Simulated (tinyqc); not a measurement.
Shallow donor in an anisotropic valley (effective-mass theory): sweeps and comparisons. A value that a table varies takes the place of the one given here.

One valley: H = -c [(d2/dx2 + d2/dy2)/mt + (d2/dz2)/ml] - q/(eps r), c = hbar^2/2m0, q = e^2/(4 pi eps0). Trial function exp(-sqrt((x^2 + y^2)/a^2 + z^2/b^2)) with a > b: T = (c/3)(2/(mt a^2) + 1/(ml b^2)), V = -(q/eps) atan(u/b)/u, u = sqrt(a^2 - b^2). The central cell of the impurity is left out.

Constants: hbar^2/2m0 = 3.80998211 eV angstrom^2; e^2/(4 pi eps0) = 14.39964547 eV angstrom; Ry = 13.60569312 eV; a0 (Bohr radius) = 0.5291772105 angstrom.

Inputs chosen for the exercise (near those of a group-V donor in Si; not measured data):

| symbol | value | unit | meaning |
|---|---|---|---|
| mt | 0.197 | m0 | transverse mass |
| eps | 11.1 |  | dielectric constant |
| xs | (1.3, 2.2, 3.9, 6.5, 8.4, 18, 48, 260) |  | ratios ml/mt |
| E0 | -34.1 | meV | single-valley level |
| D0 | 4.8 | meV | central-cell shift |
| D1 | 3.9 | meV | coupling of perpendicular valleys |
| D2 | 2.91 | meV | coupling of opposite valleys |
| ml | 0.951 | m0 | longitudinal mass |

## Mass anisotropy

mt and eps fixed, ml varied. Energies in units of Ry*(mt) = Ry mt/eps^2 and lengths in a*(mt) = a0 eps/mt; the last two columns use one mass, 3/(1/ml + 2/mt) or (ml mt^2)^(1/3).

Results:

| ml/mt | a/a* | b/a | binding | conductivity mass | density-of-states mass |
|---|---|---|---|---|---|
| 1.30 | 0.947 | 0.911 | 1.089 | 1.083 | 1.091 |
| 2.20 | 0.855 | 0.756 | 1.276 | 1.222 | 1.301 |
| 3.90 | 0.774 | 0.618 | 1.487 | 1.330 | 1.574 |
| 6.50 | 0.715 | 0.517 | 1.678 | 1.393 | 1.866 |
| 8.40 | 0.690 | 0.473 | 1.774 | 1.416 | 2.033 |
| 18.0 | 0.627 | 0.364 | 2.052 | 1.459 | 2.621 |
| 48.0 | 0.568 | 0.260 | 2.384 | 1.485 | 3.634 |
| 260 | 0.505 | 0.147 | 2.852 | 1.497 | 6.383 |

The binding grows from 1.09 to 2.85 Ry*(mt); for ml going to infinity the exact problem becomes two-dimensional, with 4 Ry*. The conductivity mass saturates at 1.5 and underbinds, by 17 % at ml/mt = 6.5; the density-of-states mass errs by +11 % there and by +124 % in the last row. With these mt and eps one unit is 21.75 meV.

## Strain along [001] (shallow donor in effective-mass theory, with valley-orbit splitting)

Basis: the 1s envelopes of the valleys +x, -x, +y, -y, +z, -z. Diagonal E0 - D0, element -D2 between opposite valleys and -D1 between perpendicular ones. Strain along [001] adds 2 Ds/3 to the z valleys and -Ds/3 to the others.

Ground level, gap to the next level, weight in the z valleys and contact density (sum of amplitudes)^2/6.

Results:

| Ds (meV) | ground (meV) | gap (meV) | z weight | contact density | ground less band edge (meV) |
|---|---|---|---|---|---|
| -120 | -122.88 | 6.89 | 0.991 | 0.427 | -42.88 |
| -40 | -71.89 | 9.24 | 0.912 | 0.629 | -45.23 |
| -15 | -59.81 | 13.82 | 0.655 | 0.896 | -49.81 |
| -5 | -57.66 | 18.34 | 0.437 | 0.989 | -54.33 |
| 0 | -57.41 | 21.42 | 0.333 | 1.000 | -57.41 |
| 5 | -57.63 | 19.97 | 0.249 | 0.991 | -55.96 |
| 15 | -59.07 | 18.08 | 0.141 | 0.948 | -54.07 |
| 40 | -65.37 | 16.04 | 0.046 | 0.849 | -52.03 |
| 120 | -90.56 | 14.57 | 0.007 | 0.744 | -50.56 |

The scale is the A1-E splitting 6 D1 = 23.4 meV. The contact density is largest without strain and falls to 0.427 and 0.744 at the ends, towards 1/3 (two valleys) and 2/3 (four valleys). The binding below the lowest band edge drops from 57.4 meV to 42.9 meV when the two z valleys are lowest and to 50.6 meV when the four others are, since fewer valleys share the coupling.

## What each parameter does

The minimum of the trial energy. Each row changes one parameter from the base and keeps the others.

Results:

| case | E (meV) | a (angstrom) | b (angstrom) | b/a |
|---|---|---|---|---|
| base | -34.08 | 22.30 | 12.80 | 0.574 |
| ml = 0.761 m0 | -32.27 | 23.11 | 14.34 | 0.620 |
| mt = 0.217 m0 | -36.67 | 20.56 | 12.20 | 0.594 |
| eps = 12.2 | -28.21 | 24.51 | 14.07 | 0.574 |

The largest shifts from the base row, up to three for each result and ties (the steps differ in size, so this ranks the rows, not the parameters). E (meV): eps +5.87, mt -2.59, ml +1.81. a (angstrom): eps +2.21, mt -1.74, ml +0.81. b (angstrom): ml +1.54, eps +1.27, mt -0.60. b/a: ml +0.046, mt +0.020; unchanged at the printed digits by eps. eps only rescales the solution (E as 1/eps^2, lengths as eps), so b/a depends on ml/mt alone.

Program tinyqc; command `OMP_NUM_THREADS=1 python tinyqc.py 1282444 1282445 out.jsonl`; about 0.01 s on one thread of a shared Intel(R) Xeon(R) Processor @ 2.30GHz.
